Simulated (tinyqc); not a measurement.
From results back to parameters: Lorentz oscillators and the Kramers-Kronig relations. Three cases, with inputs chosen for the exercise.

Problem. At normal incidence from vacuum the amplitude r = (1 - N)/(1 + N) with N = n + i k is written r = -sqrt(R) exp(i theta). R and the phase theta are given.

Find: n; k; eps1; eps2.

Method. N = (1 - r)/(1 + r) = (1 + sqrt(R) exp(i theta))/(1 - sqrt(R) exp(i theta)); eps = N^2.

Case 1.

R = 0.158240
theta = 0.948485 rad

Solution.

n = 1.212
k = 0.931
eps1 = 0.60
eps2 = 2.26

Case 2.

R = 0.852507
theta = 0.696767 rad

Solution.

n = 0.338
k = 2.716
eps1 = -7.26
eps2 = 1.84

Case 3.

R = 0.449494
theta = 0.264494 rad

Solution.

n = 3.546
k = 2.258
eps1 = 7.48
eps2 = 16.02

Computed by tinyqc, one run a case: `OMP_NUM_THREADS=1 python tinyqc.py N N+1 out.jsonl` with N = 1651681, 1651688, 1651709; one thread of a shared Intel(R) Xeon(R) Processor @ 2.30GHz, about 0.2 s a run at most.
